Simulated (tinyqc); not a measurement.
Gap voltage and exponent from three temperatures.

Question. At constant current VBE(T) = Vg0 - a T - eta (kB T/q) ln T, where a is a constant. Find Vg0, eta and dVBE/dT at the middle temperature.

Constants: q = 1.602176634e-19 C, kB = 1.380649e-23 J/K. Results are converted to the units shown.

T (K): [253, 273, 360]
VBE at a constant current (V): [0.7021459466, 0.6580064758, 0.4610811076]

Answer. The relation is linear in Vg0, a and eta, so three points give a linear system; the slope is (VBE - Vg0 - eta kB T/q)/T. eta rests on the curvature of VBE(T) alone, so real fits need accuracy of some tens of microvolts or better.

Vg0 = 1.179 V
eta = 3.600
dVBE/dT = -2.219 mV/K

tinyqc, about 0.03 s, one thread, Intel Xeon 2.30GHz (shared host): `OMP_NUM_THREADS=1 python tinyqc.py 2062187 2062188 out.jsonl`
